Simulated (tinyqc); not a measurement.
RHF in the sto-3g basis, for BeH2, spin multiplicity 1, step by step. One step of it, computed by the program tinyqc.

Problem. Iteration 2: DIIS coefficients. Solve [B -1; -1 0][c; lambda] = [0; -1] for the coefficients, which sum to one.

B (overlaps of the stored error matrices):
```
[[1.7240683e-01, 1.7891772e-02],
 [1.7891772e-02, 2.6847954e-03]]
```

Give: DIIS coefficients.

Solution.

DIIS coefficients: [-0.1092, 1.1092]
